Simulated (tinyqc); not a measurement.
A discretised effective-mass wire between two leads, recursive Green functions: one step of the calculation.

Finite differences on a grid of step a give a chain with hopping -t, t = C/(m a^2), C = hbar^2/(2 m0), and site energies 2 t + U_i for the N = 5 sites of the device; the semi-infinite leads have site energy 2 t. Each slice is one site, and V = -t couples neighbouring slices.

Problem. Backward pass. Backward pass: G_NN = g_N, G_ii = g_i + g_i V^dagger G_(i+1,i+1) V g_i; local density of states -Im G_ii/pi on each site.

Values chosen for this exercise:
- m = 0.025 m0 (effective mass)
- a = 0.84 nm (grid step)

Constants: q = 1.602176634e-19 C, hbar = 1.054571817e-34 J s, m0 = 9.1093837015e-31 kg, hbar^2/(2 m0) = 0.0380998212 eV nm^2. Results are converted to the units shown.

g_i, site 1 to 5 (1/eV): -0.42430165-0.18528851i  -0.30525189-0.08709748i  -0.25146647-0.02596695i  -0.26045397-0.00822554i  -0.54628946-0.64520100i

Give: G_ii; local density of states.

Solution.

```
site      G_ii (1/eV)  local density of states (1/eV)
1     -0.5463-0.6452i                          0.2054
2     -0.4203-0.2231i                          0.0710
3     -0.3605-0.1167i                          0.0371
4     -0.4203-0.2231i                          0.0710
5     -0.5463-0.6452i                          0.2054
```

A site of an infinite clean chain has 1/(pi sqrt(4 t^2 - x^2)) = 0.184 1/eV at this energy (x counted from the band centre); the device goes from 0.0371 (site 3) to 0.205 (site 1).

Numbers from tinyqc (`OMP_NUM_THREADS=1 python tinyqc.py 2660011 2660012 out.jsonl`; about 0.01 s on one thread of a shared Intel Xeon 2.30GHz).
